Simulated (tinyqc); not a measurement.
Diameter from the threshold shift.

Problem. Undoped body with a flat potential across it, hard walls, transport along x. Three valley pairs (g = 2 each) with the longitudinal mass along x, y or z. Non-parabolicity enters the subband edges through E (1 + al E) = gamma, so E = 2 gamma/(1 + sqrt(1 + 4 al gamma)); motion within a subband is taken as parabolic with the band-edge mass. Energies are counted from the bulk band edge. gamma = C (2 z/(t + dl))^2 (1/my + 1/mz)/2, z the zeros of the Bessel functions J_l (2.404826, 3.831706, 5.135622, 5.520078, ...), twofold for l > 0; the mean inverse mass is an approximation for anisotropic valleys, C = hbar^2/(2 m0). Each subband has N_k = g sqrt(2 mx m0 kB T/(pi hbar^2)); without degeneracy n = exp(EF/Vt) sum N_k exp(-E_k/Vt). Classical value Nc times pi t^2/4, Nc = sum over valleys of 2 g (m m0 kB T/(2 pi hbar^2))^1.5 with m = (mx my mz)^(1/3). Threshold shift dVT = Vt ln(classical value/sum N_k exp(-E_k/Vt)). Find t and the lowest subband edge.

Parameters, values chosen for the exercise; masses close to those of silicon:
```
symbol,value,unit,meaning
T,300,K,temperature
ml,0.907,m0,longitudinal mass
mt,0.187,m0,transverse mass
al,0.5,1/eV,non-parabolicity
dl,0.2,nm,widening of the box by penetration into the insulator
```

Constants: q = 1.602176634e-19 C, kB = 1.380649e-23 J/K, hbar = 1.054571817e-34 J s, m0 = 9.1093837015e-31 kg, Vt = kB T/q, hbar^2/(2 m0) = 0.0380998212 eV nm^2. Results are converted to the units shown.

dVT = 144.98173 mV

Solution. dVT is evaluated for trial values of t with all subbands; between 1.5 and 25 nm one value matches.

t = 3.700 nm
E_1 = 172.1 meV

Computed by the program tinyqc: `OMP_NUM_THREADS=1 python tinyqc.py 2350056 2350057 out.jsonl`, one thread of a shared Intel Xeon 2.30GHz, about 0.2 s for the whole run.
